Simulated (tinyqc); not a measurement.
Scattering mobility, thermal velocity and mass from two apparent mobilities.

Problem. 1/mu_app = 1/mu_0 + 1/mu_B with the ballistic mobility mu_B = vT L/(2 Vt) and vT = sqrt(2 kB T/(pi m)) (non-degenerate carriers); the mean free path is 2 Vt mu_0/vT. Find mu_0, vT, m and the mean free path.

Parameters, values chosen for the exercise:
- T = 300 K (temperature)

Constants: q = 1.602176634e-19 C, kB = 1.380649e-23 J/K, m0 = 9.1093837015e-31 kg, Vt = kB T/q. Results are converted to the units shown.

apparent mobility at L = 40 and 200 nm (cm^2/(V s)): [502.62430, 986.87833]

Solution. 1/mu_app is linear in 1/L: the slope is 2 Vt/vT and the intercept 1/mu_0.

mu_0 = 1300 cm^2/(V s)
vT = 1.059e7 cm/s
m = 0.2580 m0
mean free path = 63.46 nm

Computed by the program tinyqc: `OMP_NUM_THREADS=1 python tinyqc.py 2380060 2380061 out.jsonl`, one thread of a shared Intel Xeon 2.30GHz, about 0.01 s for the whole run.
